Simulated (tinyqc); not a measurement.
Time-dependent dielectric breakdown: cell percolation, Weibull statistics, area scaling and voltage extrapolation: one step, computed by the program tinyqc. Command: `OMP_NUM_THREADS=1 python tinyqc.py 3005704 3005705 out.jsonl tddb walk`. One thread of a shared host (Intel(R) Xeon(R) Processor @ 2.30GHz), about 0.01 s of CPU time with the checks.

The oxide is divided into columns of area a^2, each holding m = t_ox/a cells (m is taken as continuous). A share lambda(t) = (t/t_1)^alpha of the cells is defective, and a column whose cells are all defective breaks down.

Task: Projection to use conditions. All three voltage laws share the slope n at the stress voltage. Factor t(V_u)/t(V): E law exp(n (1 - V_u/V)); 1/E law exp(n (V/V_u - 1)); power law (V/V_u)^n. Temperatures in kelvin are T(C) + 273.15. Temperature factor exp[(E_a/k_B)(1/T_u - 1/T)]; area factor (A/A_u)^(1/beta); percentile factor (-ln(1 - F))^(1/beta); life = t63 x all four; 1 year = 3.15576e7 s.

Inputs (values chosen for the exercise, for a model gate oxide):
```
quantity,value,unit
test area A,4000,um^2
product area A_u,600000,um^2
stress voltage V,3.66,V
use voltage V_u,1.8,V
local exponent n = -d ln t/d ln V at the stress voltage,44,-
activation energy E_a,0.77,eV
stress temperature T,150,C
use temperature T_u,55,C
allowed failure fraction F,0.01,-
```

Voltage law used: E.

Weibull slope beta = 1.5

characteristic life t63 = 21805.45 s

Constants: k_B = 8.617333262e-05 eV/K.

Give: voltage factor; temperature factor; area factor; percentile factor; projected life.

Result:

voltage factor = 5.1417e+09

temperature factor = 451.82

area factor = 0.035422

percentile factor = 0.046572

projected life = 2.6481e+06 years

Area and percentile together cost 2.8 decades, voltage and temperature return 12.4; a ten-year target is met. Caution: t_1 is an input here; in a real oxide it changes with thickness at fixed voltage. Caution: a voltage factor of more than nine decades rests wholly on the chosen law and cannot be tested.
